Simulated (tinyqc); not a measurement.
Charge-trap memory cell: one step of the calculation.

Channel, tunnel oxide, storage layer, blocking layer, gate. N electrons per area sit in a sheet at the centroid and shift the threshold by U = (q/eps0) N (tb/eb + xc tn/en). EOT = t1 + 3.9 (tn/en + tb/eb); tunnel field F = (Vg - U)/EOT; dN/dt = eta (J/q)(1 - N/Nm). Fowler-Nordheim: J = A F^2 exp(-B/F), A = q^2/(16 pi^2 hbar mo phi) (times 1e14 for A/cm^2 with F in V/nm, emitter mass m0), B = (4/3) sqrt(mo/C) phi^1.5, C = hbar^2/(2 m0).

Problem. Constants of the stack. EOT, the shift for 1e12 electrons per cm^2, the shift with all traps full, and the starting field, current and rate.

Values chosen for this exercise; oxide values close to those of silicon dioxide, storage layer close to silicon nitride, blocking layer close to aluminium oxide: tunnel barrier phi = 3.05 eV; tunnelling mass mo = 0.42 m0; tunnel oxide (permittivity 3.9) t1 = 4.6 nm; storage layer tn = 4.7 nm; its relative permittivity en = 7.5; blocking layer tb = 11.9 nm; its relative permittivity eb = 9; charge centroid, share of tn counted from the blocking side xc = 0.47; capture efficiency of an empty layer eta = 0.64; trap density Nm = 8.8e12 cm^-2; gate voltage less flat band and surface potential Vg = 15.2 V.

Constants: q = 1.602176634e-19 C, hbar = 1.054571817e-34 J s, m0 = 9.1093837015e-31 kg, eps0 = 8.8541878128e-14 F/cm where lengths are in cm, hbar^2/(2 m0) = 0.0380998212 eV nm^2. Results are converted to the units shown.

Wanted: EOT; shift for 1e12 cm^-2; shift with all traps full; F(0); J(0); dN/dt at the start.

Solution.

EOT = 12.20 nm
shift for 1e12 cm^-2 = 0.2926 V
shift with all traps full = 2.574 V
F(0) = 1.246 V/nm
J(0) = 1.125 A/cm^2
dN/dt at the start = 4.495e18 cm^-2 s^-1

Range of the model: The Fowler-Nordheim form needs F t1 above phi; trap-assisted paths and leakage through the blocking layer are left out.

tinyqc, about 0.07 s, one thread, Intel Xeon 2.30GHz (shared host): `OMP_NUM_THREADS=1 python tinyqc.py 2130075 2130076 out.jsonl`
